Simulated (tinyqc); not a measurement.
Hueckel theory of the pi electrons with the omega technique, for the molecule Fc1ccccc1 (SMILES; centres numbered as the heavy atoms are written), step by step. Computed by tinyqc, a small Python program that keeps every step. Settings: charge = 0, omega = 1.0, damping = 0. Command: `OMP_NUM_THREADS=1 python tinyqc.py 27240 27241 out.jsonl` (the two numbers bound the seeds that draw the settings). One thread of a shared host (Intel(R) Xeon(R) Processor @ 2.60GHz), about 0.01 s of CPU time with the checks.

## The Hueckel matrix

Centres:
```
centre  z_r, pi electrons of the neutral centre         h
1F                                            2  3.000000
2C                                            1  0.000000
3C                                            1  0.000000
4C                                            1  0.000000
5C                                            1  0.000000
6C                                            1  0.000000
7C                                            1  0.000000
```

Bonds:
```
i  j         k
1  2  0.700000
2  3         1
3  4         1
4  5         1
5  6         1
6  7         1
7  2         1
```

H_rr = alpha + h_r beta, H_rs = k_rs beta for bonded centres.

Hueckel matrix in units of beta (H = alpha + beta A), order 1F, 2C, 3C, 4C, 5C, 6C, 7C:
```
[[3.000000, 0.700000, 0.000000, 0.000000, 0.000000, 0.000000, 0.000000],
 [0.700000, 0.000000, 1.000000, 0.000000, 0.000000, 0.000000, 1.000000],
 [0.000000, 1.000000, 0.000000, 1.000000, 0.000000, 0.000000, 0.000000],
 [0.000000, 0.000000, 1.000000, 0.000000, 1.000000, 0.000000, 0.000000],
 [0.000000, 0.000000, 0.000000, 1.000000, 0.000000, 1.000000, 0.000000],
 [0.000000, 0.000000, 0.000000, 0.000000, 1.000000, 0.000000, 1.000000],
 [0.000000, 1.000000, 0.000000, 0.000000, 0.000000, 1.000000, 0.000000]]
```

## Orbitals, round 1

pi electrons, sum of z_r less the charge = 8

Diagonalise; E = alpha + x beta with beta < 0, so the largest x are filled first; degenerate levels share their electrons. P = sum n_i c_ri c_si; each orbital has its largest coefficient positive (the first on a tie).

x values: [3.197182, 1.937788, 1.000000, 0.922749, -1.000000, -1.040642, -2.017078]

occupations: [2.000000, 2.000000, 2.000000, 2.000000, 0.000000, 0.000000, 0.000000]

coefficients, order 1F, 2C, 3C, 4C, 5C, 6C, 7C:
```
[[0.952118, -0.211711, 0.000000, 0.187337, 0.000000, -0.099989, -0.059634],
 [0.268201, 0.321260, 0.000000, -0.555924, 0.000000, 0.577170, 0.427415],
 [0.095502, 0.385366, 0.500000, -0.322057, 0.500000, -0.265317, -0.410193],
 [0.037137, 0.425498, 0.500000, 0.258746, -0.500000, -0.301070, 0.399976],
 [0.023231, 0.439158, 0.000000, 0.560815, 0.000000, 0.578623, -0.396589],
 [0.037137, 0.425498, -0.500000, 0.258746, 0.500000, -0.301070, 0.399976],
 [0.095502, 0.385366, -0.500000, -0.322057, -0.500000, -0.265317, -0.410193]]
```

charge and bond-order matrix P, order 1F, 2C, 3C, 4C, 5C, 6C, 7C:
```
[[1.972892, 0.166398, -0.101981, -0.012503, 0.068411, -0.012503, -0.101981],
 [0.166398, 0.968382, 0.656912, 0.005625, -0.328911, 0.005625, 0.656912],
 [-0.101981, 0.656912, 1.022697, 0.668376, -0.018318, -0.331624, 0.022697],
 [-0.012503, 0.005625, 0.668376, 0.998753, 0.665663, -0.001247, -0.331624],
 [0.068411, -0.328911, -0.018318, 0.665663, 1.015825, 0.665663, -0.018318],
 [-0.012503, 0.005625, -0.331624, -0.001247, 0.665663, 0.998753, 0.668376],
 [-0.101981, 0.656912, 0.022697, -0.331624, -0.018318, 0.668376, 1.022697]]
```

## Omega technique, round 1

h_r = h_r(0) + omega q_r, omega = 1, with q_r = z_r - P_rr.

matrix after round 1, order 1F, 2C, 3C, 4C, 5C, 6C, 7C:
```
[[3.027108, 0.700000, 0.000000, 0.000000, 0.000000, 0.000000, 0.000000],
 [0.700000, 0.031618, 1.000000, 0.000000, 0.000000, 0.000000, 1.000000],
 [0.000000, 1.000000, -0.022697, 1.000000, 0.000000, 0.000000, 0.000000],
 [0.000000, 0.000000, 1.000000, 0.001247, 1.000000, 0.000000, 0.000000],
 [0.000000, 0.000000, 0.000000, 1.000000, -0.015825, 1.000000, 0.000000],
 [0.000000, 0.000000, 0.000000, 0.000000, 1.000000, 0.001247, 1.000000],
 [0.000000, 1.000000, 0.000000, 0.000000, 0.000000, 1.000000, -0.022697]]
```

## Orbitals, round 2

As before.

x values: [3.223634, 1.933004, 0.989346, 0.924165, -1.010797, -1.038285, -2.021068]

occupations: [2.000000, 2.000000, 2.000000, 2.000000, 0.000000, 0.000000, 0.000000]

coefficients, order 1F, 2C, 3C, 4C, 5C, 6C, 7C:
```
[[0.952841, -0.209722, 0.000000, -0.187001, 0.000000, -0.098705, -0.058299],
 [0.267511, 0.327797, 0.000000, 0.561790, 0.000000, 0.573248, 0.420435],
 [0.093455, 0.385037, 0.496998, 0.316163, 0.502984, -0.272113, -0.411106],
 [0.035875, 0.425221, 0.502984, -0.262427, -0.496998, -0.296893, 0.401107],
 [0.022149, 0.436386, 0.000000, -0.558362, 0.000000, 0.580743, -0.400058],
 [0.035875, 0.425221, -0.502984, -0.262427, 0.496998, -0.296893, 0.401107],
 [0.093455, 0.385037, -0.496998, 0.316163, -0.502984, -0.272113, -0.411106]]
```

charge and bond-order matrix P, order 1F, 2C, 3C, 4C, 5C, 6C, 7C:
```
[[1.973717, 0.162187, -0.101652, -0.011841, 0.067998, -0.011841, -0.101652],
 [0.162187, 0.989242, 0.657663, 0.003108, -0.329422, 0.003108, 0.657663],
 [-0.101652, 0.657663, 1.007907, 0.668182, -0.012877, -0.331747, 0.019879],
 [-0.011841, 0.003108, 0.668182, 1.007921, 0.665769, -0.004050, -0.331747],
 [0.067998, -0.329422, -0.012877, 0.665769, 1.005383, 0.665769, -0.012877],
 [-0.011841, 0.003108, -0.331747, -0.004050, 0.665769, 1.007921, 0.668182],
 [-0.101652, 0.657663, 0.019879, -0.331747, -0.012877, 0.668182, 1.007907]]
```

## Omega technique, round 2

As before.

matrix after round 2, order 1F, 2C, 3C, 4C, 5C, 6C, 7C:
```
[[3.026283, 0.700000, 0.000000, 0.000000, 0.000000, 0.000000, 0.000000],
 [0.700000, 0.010758, 1.000000, 0.000000, 0.000000, 0.000000, 1.000000],
 [0.000000, 1.000000, -0.007907, 1.000000, 0.000000, 0.000000, 0.000000],
 [0.000000, 0.000000, 1.000000, -0.007921, 1.000000, 0.000000, 0.000000],
 [0.000000, 0.000000, 0.000000, 1.000000, -0.005383, 1.000000, 0.000000],
 [0.000000, 0.000000, 0.000000, 0.000000, 1.000000, -0.007921, 1.000000],
 [0.000000, 1.000000, 0.000000, 0.000000, 0.000000, 1.000000, -0.007907]]
```

## Convergence

Each round sets h_r = h_r(0) + omega (z_r - P_rr), keeping the share named as damping of the old diagonal; repeat until output and input diagonals agree to 1e-6.

Rounds:
```
round    sum n x  largest |h(out) - h(in)|
1      14.115439                  3.16e-02
2      14.140299                  2.09e-02
3      14.140318                  1.38e-02
4      14.139974                  1.00e-02
5      14.140203                  7.76e-03
6      14.139992                  6.31e-03
7      14.140144                  5.19e-03
8      14.140006                  4.29e-03
9      14.140110                  3.56e-03
10     14.140017                  2.96e-03
11     14.140090                  2.45e-03
12     14.140027                  2.03e-03
13     14.140077                  1.69e-03
14     14.140034                  1.40e-03
15     14.140069                  1.16e-03
16     14.140039                  9.61e-04
17     14.140063                  7.96e-04
18     14.140043                  6.60e-04
19     14.140060                  5.47e-04
20     14.140046                  4.53e-04
21     14.140057                  3.76e-04
22     14.140048                  3.12e-04
23     14.140055                  2.58e-04
24     14.140049                  2.14e-04
25     14.140054                  1.77e-04
26     14.140050                  1.47e-04
27     14.140053                  1.22e-04
28     14.140050                  1.01e-04
29     14.140053                  8.38e-05
30     14.140051                  6.94e-05
31     14.140053                  5.75e-05
32     14.140051                  4.77e-05
33     14.140052                  3.95e-05
34     14.140051                  3.28e-05
35     14.140052                  2.72e-05
36     14.140051                  2.25e-05
37     14.140052                  1.87e-05
38     14.140052                  1.55e-05
39     14.140052                  1.28e-05
40     14.140052                  1.06e-05
```

Not converged within 40 rounds: the residual falls steadily but slowly, by a factor of about 0.83 a step. Reruns: damping 0.5: converged in 16; damping 0.8: not converged.
